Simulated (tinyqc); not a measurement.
Electron continuity equation in a given potential, Scharfetter-Gummel discretisation: two steps of the calculation.

Steady state in one dimension: J = q mu n E + q D dn/dx with E = -dpsi/dx and D = mu Vt, dJ/dx = 0, fixed densities nL and nR at the ends. The potential is given, psi = U (x/L)^2, and is not changed by the electrons.

Values chosen for this exercise; mobility close to that of cadmium telluride at room temperature: temperature T = 300 K; electron mobility mu = 1020 cm^2/(V s); length of the region L = 0.23 um; density at x = 0 nL = 6.9e14 cm^-3; density at x = L nR = 9.4e15 cm^-3.

Constants: q = 1.602176634e-19 C, kB = 1.380649e-23 J/K, Vt = kB T/q. Results are converted to the units shown.

Problem 1. Bernoulli factors. d_i = (psi_(i+1) - psi_i)/Vt; B(d) = d/(exp(d) - 1), B(0) = 1. The flux on interval i is J_i = (q D/h) [n_(i+1) B(d_i) - n_i B(-d_i)].

psi, node 0 to 12 (V): [0.00000000, 0.00215278, 0.00861111, 0.01937500, 0.03444444, 0.05381944, 0.07750000, 0.10548611, 0.13777778, 0.17437500, 0.21527778, 0.26048611, 0.31000000]

Give: d_i; B(d_i); B(-d_i).

Solution 1.

```
interval     d_i   B(d_i)  B(-d_i)
0         0.0833  0.95894   1.0422
1         0.2498  0.88029   1.1301
2         0.4164  0.80622   1.2226
3         0.5829  0.73670   1.3196
4         0.7495  0.67165   1.4211
5         0.9160  0.61096   1.5270
6         1.0826  0.55453   1.6371
7         1.2491  0.50221   1.7513
8         1.4156  0.45386   1.8695
9         1.5822  0.40930   1.9915
10        1.7487  0.36836   2.1171
11        1.9153  0.33086   2.2461
```

The largest |d_i| is 1.92, below 2, so central differences would also keep densities positive.

Problem 2. Densities and current. B(d_i) and B(-d_i) are the Bernoulli factors of the potential steps, b and f the diagonal and right side. Solve B(-d_(i-1)) n_(i-1) + b_i n_i + B(d_i) n_(i+1) = f_i (end values already in f), then J_i = (q D/h) [n_(i+1) B(d_i) - n_i B(-d_i)], h = L/12, D = mu Vt.

```
interval      B(d_i)    B(-d_i)
0         0.95894122  1.0422144
1         0.88028567  1.1301052
2         0.80622223  1.2225880
3         0.73670041  1.3196125
4         0.67164569  1.4211042
5         0.61096099  1.5269658
6         0.55452841  1.6370795
7         0.50221148  1.7513089
8         0.45385746  1.8695012
9         0.40929998  1.9914901
10        0.36836164  2.1170981
11        0.33085675  2.2461395
```

```
node  diagonal b  right side f (cm^-3)
1     -2.0890464         -7.1912792e14
2     -2.1028737                     0
3     -2.1258348                     0
4     -2.1578046                     0
5     -2.1986115                     0
6     -2.2480405                     0
7     -2.3058373                     0
8     -2.3717127                     0
9     -2.4453475                     0
10    -2.5263980                     0
11    -2.6145011         -3.1100534e15
```

Wanted: n; J.

Solution 2.

n, node 0 to 12 (cm^-3): [6.9000e14, 5.1237e14, 3.9901e14, 3.2253e14, 2.6853e14, 2.2901e14, 1.9951e14, 1.7821e14, 1.6788e14, 1.8964e14, 3.6616e14, 1.4860e15, 9.4000e15]
J, interval 0 to 11 (A/cm^2): [-502.11, -502.11, -502.11, -502.11, -502.11, -502.11, -502.11, -502.11, -502.11, -502.11, -502.11, -502.11]

Range of the model: The drift velocity mu E exceeds 1e7 cm/s somewhere, where real mobilities no longer stay constant.

Computed by the program tinyqc: `OMP_NUM_THREADS=1 python tinyqc.py 2220065 2220066 out.jsonl`, one thread of a shared Intel Xeon 2.30GHz, about 0.01 s for the whole run.
